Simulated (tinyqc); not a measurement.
Inside a calculation. Method: tight binding, kagome lattice. Computed by tinyqc, a small Python program that keeps every step. Settings: t1 = 1.96, t2 = 1.96, delta = 0, bands filled = 1. Command: `OMP_NUM_THREADS=1 python tinyqc.py 22288 22289 out.jsonl` (the two numbers bound the seeds that draw the settings). One thread of a shared host (Intel(R) Xeon(R) Processor @ 2.60GHz), about 0.01 s of CPU time with the checks.

## Bloch Hamiltonian at k

Parameters chosen for this model:
```
parameter     value                unit
t1         1.960000    eV, up triangles
t2         1.960000  eV, down triangles
delta             0        eV on site C
```

k point k (fractions of the reciprocal vectors): -0.240000  0.230000

H_AB = -t1 - t2 exp(-i k.a1), H_AC = -t1 - t2 exp(-i k.a2), H_BC = -t1 - t2 exp(i k.(a1 - a2)), H_CC = delta.

H(k) at k (eV), lower triangle (Hermitian):
```
                     A                    B         C
A             0.000000
B  -2.083069+1.956132i             0.000000
C  -2.205653-1.944545i  -0.034717-0.367267i  0.000000
```

## Levels at k

Diagonalise the Hermitian matrix.

eigenvalues (eV): -4.288751  0.368751  3.920000

weights |c|^2 of the basis functions:
```
     band 1    band 2    band 3
A  0.477536  0.000007  0.522457
B  0.254948  0.514523  0.230530
C  0.267516  0.485470  0.247013
```

## Bloch Hamiltonian at K

k point K (fractions of the reciprocal vectors): 0.333333  0.666667

As before.

H(k) at K (eV), lower triangle (Hermitian):
```
                     A                    B         C
A             0.000000
B  -0.980000-1.697410i             0.000000
C  -0.980000+1.697410i  -0.980000-1.697410i  0.000000
```

## Levels at K

As before.

eigenvalues (eV): -1.960000  -1.960000  3.920000

## Bands along a path

The same steps at evenly spaced points between the labelled ones.

Bands along the path (eV):
```
k             band 1     band 2    band 3
G          -7.840000   3.920000  3.920000
G-K 0.20   -7.501098   3.581098  3.920000
G-K 0.40   -6.542992   2.622992  3.920000
G-K 0.60   -5.131347   1.211347  3.920000
G-K 0.80   -3.510248  -0.409752  3.920000
K          -1.960000  -1.960000  3.920000
K-M 0.20   -2.622992  -1.297008  3.920000
K-M 0.40   -3.171347  -0.748653  3.920000
K-M 0.60   -3.581098  -0.338902  3.920000
K-M 0.80   -3.834339  -0.085661  3.920000
M          -3.920000          0  3.920000
M-K' 0.20  -3.834339  -0.085661  3.920000
M-K' 0.40  -3.581098  -0.338902  3.920000
M-K' 0.60  -3.171347  -0.748653  3.920000
M-K' 0.80  -2.622992  -1.297008  3.920000
K'         -1.960000  -1.960000  3.920000
```

With 1 band(s) filled, the highest filled level on these points lies at K and the lowest empty one at K: the bands touch or overlap, so there is no gap.
